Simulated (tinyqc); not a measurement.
Comparisons within one model: propagation of a band-gap error through k.p and effective-mass formulas. A value that a table varies takes the place of the one given here.

Chain, for a gap E (the reference Eg or another value), with Ep and Dso kept: 1/me = 1 + Ep (E + 2 Dso/3)/(E (E + Dso)); g* = 2 - 2 Ep Dso/(3 E (E + Dso)); g1(E) = g1 + (Ep/3)(1/E - 1/Eg), g2(E) = g2 + (Ep/6)(1/E - 1/Eg), light hole 1/(g1 + 2 g2), heavy hole 1/(g1 - 2 g2) along [100]; optical constant ei(E) = 1 + (ei - 1)(EP/(EP + E - Eg))^2, static e0(E) = ei(E) + e0 - ei.

Donor: R = Ry me/e0^2, a_B = a0 e0/me, Mott density (0.26/a_B)^3. Nc, Nv = 2 (m kT/(4 pi c))^(3/2), c = hbar^2/2m0, ni = sqrt(Nc Nv) exp(-E/2kT). Exciton: Ry mu/e0^2 with 1/mu = 1/me + g1(E). 1 angstrom^-3 = 1e24 cm^-3.

Constants: Ry = 13.60569312 eV; a0 (Bohr radius) = 0.5291772105 angstrom; kB = 8.617333262e-05 eV/K; hbar^2/2m0 = 3.80998211 eV angstrom^2.

Inputs chosen for the exercise (reference values near those of GaAs, gap at low temperature; the results hold for these values, not for the real material):
```
symbol  value  unit  meaning
Eg      1.516  eV    gap at Gamma to the s-like level
Dso     0.341  eV    spin-orbit splitting
Ep      25.6   eV    Kane energy
g1      6.97         Luttinger gamma1
g2      2.05         gamma2
e0      12.83        static dielectric constant
ei      10.75        optical dielectric constant
EP      5.39   eV    mean (Penn) gap
mh      0.46   m0    density-of-states mass of the holes
T       77     K     temperature
Eg2     0.803  eV    a wrong gap, of the size a semi-local functional can give
```

## The size of the error

E = f Eg; ratios against f = 1.

Results:
```
f     E (eV)  me ratio  light-hole ratio  e0 ratio  donor ratio  Mott ratio       g*  log10 ni ratio
0.25   0.379     0.291             0.247     1.461        0.136     0.00792  -19.327           36.81
0.40   0.606     0.442             0.396     1.340        0.246      0.0358   -8.130           29.50
0.60   0.910     0.634             0.596     1.205        0.437       0.146   -3.116           19.70
0.80   1.213     0.820             0.797     1.093        0.686       0.421   -1.088            9.86
1.00   1.516     1.000             1.000     1.000        1.000        1.00   -0.067            0.00
1.20   1.819     1.176             1.204     0.921        1.386        2.08    0.519           -9.87
1.50   2.274     1.432             1.513     0.824        2.108        5.25    1.021          -24.69
2.00   3.032     1.840             2.034     0.703        3.724        17.9    1.431          -49.41
```

Between f = 0.8 and 1.2 the mean powers d ln(ratio)/d ln f are 0.89 for me, 1.02 for the light hole, -0.42 for e0, 1.74 for the donor energy and 3.94 for the Mott density; ni moves by -3.25 decades per 0.1 eV, against -0.1 eV/(2 kT ln 10) = -3.27 from the exponential alone, the rest coming from Nc through me^(3/4). g* changes sign between f = 1.00 and 1.20; the place of this zero hangs on remote bands, which are left out.

## What each input does

All at E = Eg2. Each row changes one parameter from the base and keeps the others.

Results:
```
case            me (m0)  light hole (m0)     e0  donor (meV)  exciton (meV)  log10 ni
base             0.0337           0.0475  16.03        1.782          1.270    -9.123
Eg2 = 0.739 eV   0.0313           0.0437  16.39        1.583          1.128    -7.053
Dso = 0.368 eV   0.0339           0.0475  16.03        1.793          1.276    -9.121
Ep = 27.648 eV   0.0312           0.0457  16.03        1.654          1.193    -9.147
g1 = 6.412       0.0337           0.0488  16.03        1.782          1.288    -9.123
EP = 4.959 eV    0.0337           0.0475  16.38        1.707          1.217    -9.123
ei = 11.61       0.0337           0.0475  16.31        1.721          1.227    -9.123
mh = 0.497 m0    0.0337           0.0475  16.03        1.782          1.270    -9.098
T = 83.16 K      0.0337           0.0475  16.03        1.782          1.270    -7.126
```

The largest shifts from the base row, up to three for each result and ties (the steps differ in size, so this ranks the rows, not the parameters). me (m0): Ep -0.0024, Eg2 -0.0024, Dso +0.0002; unchanged at the printed digits by g1, EP, ei, mh and T. light hole (m0): Eg2 -0.0038, Ep -0.0017, g1 +0.0013; unchanged at the printed digits by Dso, EP, ei, mh and T. e0: Eg2 +0.36, EP +0.35, ei +0.28; unchanged at the printed digits by Dso, Ep, g1, mh and T. donor (meV): Eg2 -0.199, Ep -0.128, EP -0.075; unchanged at the printed digits by g1, mh and T. exciton (meV): Eg2 -0.142, Ep -0.077, EP -0.054; unchanged at the printed digits by mh and T. log10 ni: Eg2 +2.070, T +1.997, mh +0.025; unchanged at the printed digits by g1, EP and ei.

Run: tinyqc, `OMP_NUM_THREADS=1 python tinyqc.py 1850663 1850664 out.jsonl`; Intel(R) Xeon(R) Processor @ 2.30GHz, one thread, shared host; about 0.01 s of CPU time with all checks.
